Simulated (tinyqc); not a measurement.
# FinFET, parasitic resistance, capacitance and delay, step by step

Program tinyqc, `OMP_NUM_THREADS=1 python tinyqc.py 2170075 2170076 out.jsonl`; Intel Xeon 2.30GHz, shared host, one thread, about 0.04 s. Printed values are rounded.

Nf fins under one contact; each has gated perimeter p = 2 Hf + Wf and cross-section A = Hf Wf; contact width Wc = Nf pf, stack height Hs = Hf. Contact length Lc = CPP - Lg - 2 Lsp, shared by two neighbouring gates. Source and drain sides are equal. The formulas are first-order estimates, not field solutions.

Parameters, values chosen for the exercise; values close to those of silicon logic devices: temperature T = 300 K; number of fins Nf = 2; fin height Hf = 55 nm; fin width Wf = 8 nm; fin pitch pf = 24 nm; contacted gate pitch CPP = 54 nm; gate length Lg = 14 nm; spacer length Lsp = 7 nm; relative permittivity of the spacer ks = 7; gate height above the channel stack Hc = 20 nm; contact resistivity rc = 2.9e-9 ohm cm^2; resistivity of the source-drain epitaxy re = 0.00062 ohm cm; current-carrying depth of the epitaxy te = 20 nm; resistivity of the extension rx = 0.00049 ohm cm; gate overlap Lov = 1 nm; inversion capacitance Cinv = 3.4 uF/cm^2; injection velocity vx = 1.6e7 cm/s; apparent mobility mu = 340 cm^2/(V s); threshold at zero drain voltage VT = 0.28 V; barrier lowering dl = 0.045 V/V; subthreshold factor n = 1.12; wire load Cw = 0.17 fF; supply voltage Vdd = 0.75 V.

Constants: q = 1.602176634e-19 C, kB = 1.380649e-23 J/K, eps0 = 8.8541878128e-12 F/m, Vt = kB T/q. Results are converted to the units shown.

## Geometry and resistances

Epitaxy sheet resistance Rsh = re/te, transfer length LT = sqrt(rc/Rsh), contact Rc = [sqrt(rc Rsh)/Wc] coth(Lc/(2 LT)); extension of one fin Rx = rx Lsp/A. Effective width N p; for equal currents one side has Rc + Rx/N.

Lc = 26 nm
effective width = 236 nm
Rsh = 310 ohm
LT = 30.5857 nm
Rc = 492.398 ohm
Rx = 77.9545 ohm
one side times effective width = 125.405 ohm um

Lc/2 is 0.43 transfer lengths, and Rc is 6.0 % above the area limit rc/(Wc Lc/2). The contact makes up 92.7 % of one side.

## Capacitances

With N fins: gate Cg = Cinv p N Lg; per side, plate Cp = ks eps0 [Wc (Hs + Hc) - N A]/Lsp, top fringe Cf = (2/pi) ks eps0 Wc ln(1 + Lg/(2 Lsp)), overlap Co = Cinv p N Lov. Cs = Cp + Cf + Co. An inverter of two such devices driving an equal one has the load CL = 2 (Cg + 2 Cs) + 4 Cs + Cw (its own drains counted twice for the Miller effect).

Cg = 112.336 aF
Cp = 24.0834 aF
Cf = 1.31278 aF
Co = 8.024 aF
CL = 662.033 aF

The channel capacitance gives 33.9 % of CL, the parasitic parts 40.4 % and the wire 25.7 %.

## Iteration 1: fin currents at Vgs = Vdd, Vds = Vdd/2

I at the start (uA): fin 1 0, fin 2 0

One fin: I = p Q vx u/(1 + |u|^1.8)^(1/1.8), Q = Cinv n Vt ln(1 + exp((Vg' - VT + dl Vd')/(n Vt))), u = Vd' mu/(vx Lg), Vg' = Vgs - v, Vd' = Vds - 2 v, with the drop on each side v = Rc (sum of I) + Rx I. I(new) = I + 0.5 (I(out) - I).

drop v (mV): fin 1 0, fin 2 0
I(out) (uA): fin 1 305.195, fin 2 305.195
I after iteration 1 (uA): fin 1 152.598, fin 2 152.598

## Iteration 2: fin currents at Vgs = Vdd, Vds = Vdd/2

As before.

drop v (mV): fin 1 162.173, fin 2 162.173
I(out) (uA): fin 1 116.946, fin 2 116.946
I after iteration 2 (uA): fin 1 134.772, fin 2 134.772

## Course of the iteration: fin currents at Vgs = Vdd, Vds = Vdd/2

Stop when the largest change of I is below 1e-6 uA, or after 80 iterations.

Course of the iteration:
```
iteration,total I (uA),largest |change| of one entry (uA)
1,305.195,153
2,269.543,17.8
3,299.020,14.7
4,276.617,11.2
5,295.021,9.20
6,280.676,7.17
7,292.389,5.86
8,283.143,4.62
9,290.656,3.76
...,...,...
71,287.403,4.92e-6
72,287.403,3.95e-6
73,287.403,3.18e-6
74,287.403,2.55e-6
75,287.403,2.05e-6
76,287.403,1.65e-6
77,287.403,1.33e-6
78,287.403,1.07e-6
79,287.403,8.57e-7
```

Converged in 79 iterations. At the end each change is about 0.80 times the one before: linear convergence.

## Effective current, delay and energy

IH = I(Vdd, Vdd/2) = 287.403 uA
IL = I(Vdd/2, Vdd), solved likewise = 95.9414 uA

Ieff = (IH + IL)/2, delay CL Vdd/(2 Ieff), energy CL Vdd^2, with CL the load of an inverter that drives an equal one.

Ieff = 191.672 uA
delay = 1.29524 ps
energy = 372.394 aJ

Without any series resistance Ieff would be 387 uA, so the resistances cost 50.5 %.
